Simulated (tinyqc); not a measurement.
Equilibrium and kinetic segregation of a solute to boundaries and growing surfaces: one step, computed by the program tinyqc. Command: `OMP_NUM_THREADS=1 python tinyqc.py 3027912 3027913 out.jsonl segreg walk`. One thread of a shared host (Intel(R) Xeon(R) Processor @ 2.30GHz), about 0.01 s of CPU time with the checks.

Problem. Segregation at a growing surface. Two-state exchange during growth, dilute: jump up r_u = nu exp(-E_b/(k_B T_g)), jump back r_d = r_u exp(-E_s/(k_B T_g)), nu = 1e13 1/s. In the time 1/R of one monolayer the share carried up is p = [r_u/(r_u + r_d)] [1 - exp(-(r_u + r_d)/R)]; the tail decays as p^n, length -1/ln p monolayers; the equilibrium limit has p = r_u/(r_u + r_d).

Inputs (values chosen for the exercise, modelled on arsenic in polycrystalline silicon):
```
quantity                        value          unit
exchange barrier E_b             1.62            eV
surface segregation energy E_s   0.19            eV
growth temperature T_g            650             K
growth rate                     0.092  monolayers/s
```

Constants: k_B = 8.617333262e-05 eV/K.

Give: r_u; r_d; share carried up p; decay length.

Solution.

r_u = 2.7499 1/s

r_d = 0.092503 1/s

share carried up p = 0.96746

decay length = 30.225 monolayers

Exchange is fast against growth: the equilibrium regime, where heating shortens the tail.
